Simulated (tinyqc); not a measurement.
Inside a calculation. Method: UKS/LDA (PW92) in the sto-3g basis, for BeH, spin multiplicity 2. One step of it, computed by the program tinyqc.

Task: Iteration 1: diagonalisation and new density. Diagonalise F' = X^T F X, C = X C', fill 3 alpha and 2 beta electrons from the bottom; D(s) = C_occ C_occ^T. Each column has its largest component positive (the first on a tie).

F(alpha) (hartree), lower triangle:
```
            1Be 1s     1Be 2s    1Be 2px    1Be 2py    1Be 2pz     2H 1s
1Be 1s   -6.285449
1Be 2s   -1.533886  -0.896504
1Be 2px   0.000000   0.000000  -0.431815
1Be 2py   0.000000   0.000000   0.002291  -0.450070
1Be 2pz  -0.021927  -0.070627   0.000000   0.000000  -0.404775
2H 1s    -0.166974  -0.203079   0.000000   0.000000  -0.168098  0.088522
```

F(beta) (hartree), lower triangle:
```
            1Be 1s     1Be 2s    1Be 2px    1Be 2py    1Be 2pz     2H 1s
1Be 1s   -6.243204
1Be 2s   -1.517847  -0.852188
1Be 2px   0.000000   0.000000  -0.400784
1Be 2py   0.000000   0.000000  -0.005404  -0.375733
1Be 2pz  -0.020656  -0.061674   0.000000   0.000000  -0.376655
2H 1s    -0.165368  -0.196233   0.000000   0.000000  -0.162708  0.091078
```

X, lower triangle:
```
            1Be 1s     1Be 2s   1Be 2px   1Be 2py    1Be 2pz     2H 1s
1Be 1s    1.027472
1Be 2s   -0.141561   1.071798
1Be 2px   0.000000   0.000000  1.000000
1Be 2py   0.000000   0.000000  0.000000  1.000000
1Be 2pz  -0.007449   0.056107  0.000000  0.000000   1.069615
2H 1s     0.021039  -0.185936  0.000000  0.000000  -0.231819  1.112888
```

Give: F' = X^T F X; orbital energies; coefficients C; F' = X^T F X; orbital energies; coefficients C; D(alpha) after iteration 1; D(beta) after iteration 1.

Result:

F' = X^T F X (alpha) (hartree), lower triangle:
```
        1       2       3       4       5      6
1  -6.213
2  -0.648  -0.621
3   0.000   0.000  -0.432
4   0.000   0.000   0.002  -0.450
5  -0.017  -0.052   0.000   0.000  -0.380
6  -0.014  -0.113   0.000   0.000  -0.130  0.223
```

orbital energies (alpha) (hartree): MO1 -6.287, MO2 -0.587, MO3 -0.450, MO4 -0.432, MO5 -0.379, MO6 0.262

coefficients C (alpha):
```
            MO1     MO2     MO3    MO4     MO5     MO6
1Be 1s    1.005  -0.239   0.000  0.000   0.085   0.050
1Be 2s   -0.019   0.985   0.000  0.000  -0.364  -0.324
1Be 2px   0.000   0.000  -0.123  0.992   0.000   0.000
1Be 2py   0.000   0.000   0.992  0.123   0.000   0.000
1Be 2pz   0.002   0.370   0.000  0.000   0.936  -0.434
2H 1s     0.003  -0.050   0.000  0.000   0.001   1.151
```

F' = X^T F X (beta) (hartree), lower triangle:
```
        1       2       3       4       5      6
1  -6.172
2  -0.643  -0.576
3   0.000   0.000  -0.401
4   0.000   0.000  -0.005  -0.376
5  -0.017  -0.040   0.000   0.000  -0.350
6  -0.014  -0.116   0.000   0.000  -0.133  0.225
```

orbital energies (beta) (hartree): MO1 -6.245, MO2 -0.540, MO3 -0.402, MO4 -0.375, MO5 -0.355, MO6 0.267

coefficients C (beta):
```
            MO1     MO2    MO3     MO4     MO5     MO6
1Be 1s    1.005  -0.238  0.000   0.000   0.082   0.053
1Be 2s   -0.020   0.984  0.000   0.000  -0.354  -0.335
1Be 2px   0.000   0.000  0.979  -0.202   0.000   0.000
1Be 2py   0.000   0.000  0.202   0.979   0.000   0.000
1Be 2pz   0.002   0.352  0.000   0.000   0.937  -0.447
2H 1s     0.004  -0.033  0.000   0.000   0.010   1.152
```

D(alpha) after iteration 1, lower triangle:
```
         1Be 1s  1Be 2s  1Be 2px  1Be 2py  1Be 2pz  2H 1s
1Be 1s    1.067
1Be 2s   -0.254   0.970
1Be 2px   0.000   0.000    0.015
1Be 2py   0.000   0.000   -0.122    0.985
1Be 2pz  -0.086   0.364    0.000    0.000    0.137
2H 1s     0.015  -0.049    0.000    0.000   -0.019  0.003
```

D(beta) after iteration 1, lower triangle:
```
         1Be 1s  1Be 2s  1Be 2px  1Be 2py  1Be 2pz  2H 1s
1Be 1s    1.067
1Be 2s   -0.255   0.969
1Be 2px   0.000   0.000    0.000
1Be 2py   0.000   0.000    0.000    0.000
1Be 2pz  -0.082   0.346    0.000    0.000    0.124
2H 1s     0.012  -0.032    0.000    0.000   -0.012  0.001
```
